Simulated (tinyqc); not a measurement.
Illuminated p-n diode, drift-diffusion by the Gummel loop with Scharfetter-Gummel fluxes: one step of the calculation.

Abrupt junction at x = 0, p side from -Lp, n side to Ln, ohmic contacts. psi is counted from the intrinsic level; n = ni exp((psi - phin)/Vt), p = ni exp((phip - psi)/Vt). Contacts: p side psi = V - Vt ln(Na/ni), p = Na, n = ni^2/Na; n side psi = Vt ln(Nd/ni), n = Nd, p = ni^2/Nd. Constant mobilities, D = mu Vt, Boltzmann statistics, SRH recombination through a mid-gap level, U = (n p - ni^2)/(tp (n + ni) + tn (p + ni)). Current is positive from the p contact to the n contact.

Problem. Recombination and current. U_i as defined. J = Jn at the p contact + Jp at the n contact + q sum w_i U_i - q G sum w_i over the inner nodes, which avoids differences of large majority fluxes: Jn = (q mun Vt/h_0)[n_1 B(d_0) - n_0 B(-d_0)], Jp = (q mup Vt/h_last)[p_(N-1) B(d_last) - p_N B(-d_last)], d_i = (psi_(i+1) - psi_i)/Vt, B(d) = d/(exp(d) - 1), w_i = (h_(i-1) + h_i)/2.

Parameters, values chosen for the exercise; band and dielectric values close to those of gallium arsenide: temperature T = 300 K; electron mobility mun = 3500 cm^2/(V s); hole mobility mup = 230 cm^2/(V s); SRH lifetime of electrons tn = 3e-9 s; SRH lifetime of holes tp = 3e-9 s; uniform generation rate G = 1e19 cm^-3 s^-1.

Constants: q = 1.602176634e-19 C, kB = 1.380649e-23 J/K, Vt = kB T/q. Results are converted to the units shown.

```
node  x (nm)  converged psi (V)  converged n (cm^-3)  converged p (cm^-3)
0      -1000         0.61480573         4.9486758e-6               5.2e17
1       -481         0.61290649         7.1342013e15         5.2713393e17
2       -226         0.61200903         1.0489134e16         5.3048879e17
3      -99.9         0.61157604         1.2119350e16         5.3210712e17
4        -38         0.61146307         1.2960290e16         5.3089462e17
5       -7.5         0.61549028         1.5623291e16         4.5270818e17
6        7.5         0.65716061         7.8849046e16         8.9899225e16
7       48.5         0.66630751         1.1303579e17         6.1178117e16
8        161         0.66545893         1.1100821e17         5.7018305e16
9        467         0.66224585         1.0233629e17         4.8336668e16
10      1310         0.65314627         8.3090075e16         2.9090435e16
11      3600         0.62664351               5.4e16         4.7653915e-5
```

ni = 1.6041544e6 cm^-3

Find: U; Jn at the p contact; Jp at the n contact; recombination; generation; J.

Solution.

U, node 0 to 11 (cm^-3 s^-1): [0, 2.3463e24, 3.4286e24, 3.9498e24, 4.2171e24, 5.0340e24, 1.4002e25, 1.3231e25, 1.2557e25, 1.0943e25, 7.1823e24, 0]
Jn at the p contact = 2066.8 A/cm^2
Jp at the n contact = 193.47 A/cm^2
recombination = 381.56 A/cm^2
generation = 5.1198e-4 A/cm^2
J = 2641.9 A/cm^2

tinyqc, about 0.7 s, one thread, Intel Xeon 2.30GHz (shared host): `OMP_NUM_THREADS=1 python tinyqc.py 2240093 2240094 out.jsonl`
